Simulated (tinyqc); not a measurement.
What moves the results: free and nearly free electrons in a metal. A value that a table varies takes the place of the one given here.

The cubic cell holds 2 atoms: n = 2 z/a^3, kF = (3 pi^2 n)^(1/3), EF = c kF^2/m, vF = 2 c kF/(m hbar), c = hbar^2/2m0; rs = (3/(4 pi n))^(1/3)/a0; D(EF) = 3 n/(2 EF).

Square wire of width w with grain size w: rho/rho0 = 1/(1 - 3 al/2 + 3 al^2 - 3 al^3 ln(1 + 1/al)) + (3/4) (1 - p) l/w, with al = (l/w) Rg/(1 - Rg) (Mayadas-Shatzkes plus the thick-wire form of Fuchs-Sondheimer); l = hbar kF/(n e^2 rho), e = 1.602176634e-19 C.

Constants: hbar^2/2m0 = 3.80998211 eV angstrom^2; hbar = 6.58211957e-16 eV s; a0 (Bohr radius) = 0.5291772105 angstrom.

Parameters, chosen for this exercise (near those of W, whose d bands this model ignores; shifted at random, so the results belong to these values and not to a real crystal):
- a = 3.169 angstrom (bcc lattice constant)
- z = 2 (free electrons an atom)
- m = 1.08 m0 (mass)
- rho = 5.38 micro-ohm cm (bulk resistivity)
- p = 0.2 (specularity of the surfaces)
- Rg = 0.55 (reflection at grain boundaries)
- w = 30 nm (wire width)

## Resistivity of narrow wires

Wires:
```
w (nm)     al  grain term (factor - 1)  surface term  rho (micro-ohm cm)
200     0.058                    0.085         0.028                5.99
100     0.115                    0.167         0.056                6.58
50      0.230                    0.329         0.113                7.76
30      0.384                    0.541         0.188                9.30
20      0.575                    0.803         0.282               11.22
14      0.822                    1.138         0.403               13.67
10      1.151                    1.581         0.565               16.92
7       1.644                    2.243         0.807               21.79
```

l = 9.41 nm

At 7 nm the resistivity is 4.05 times the bulk value; grain boundaries add more (2.24 from grains, 0.81 from surfaces). It passes twice the bulk value between 30 and 20 nm. The surface formula is meant for w above l = 9 nm, so the rows below that are rough.

## What sets the wire resistivity

All results formed anew. Each row changes one parameter from the base and keeps the others.

Results:
```
case                      EF (eV)  l (nm)  wire rho (micro-ohm cm)
base                        8.472    9.41                    9.305
a = 3.264 angstrom          7.986    9.99                    9.539
m = 1.296 m0                7.060    9.41                    9.305
rho = 6.456 micro-ohm cm    8.472    7.85                   10.395
p = 0.5                     8.472    9.41                    8.925
Rg = 0.385                  8.472    9.41                    7.910
w = 21 nm                   8.472    9.41                   10.948
```

The largest shifts from the base row, up to three for each result and ties (the steps differ in size, so this ranks the rows, not the parameters). EF (eV): m -1.412, a -0.486; unchanged at the printed digits by rho, p, Rg and w. l (nm): rho -1.57, a +0.57; unchanged at the printed digits by m, p, Rg and w. wire rho (micro-ohm cm): w +1.643, Rg -1.394, rho +1.090; unchanged at the printed digits by m. The mass drops out of l at given rho, because vF falls and tau rises by the same factor.

Program tinyqc; command `OMP_NUM_THREADS=1 python tinyqc.py 1682541 1682542 out.jsonl`; about 0.01 s on one thread of a shared Intel(R) Xeon(R) Processor @ 2.30GHz.
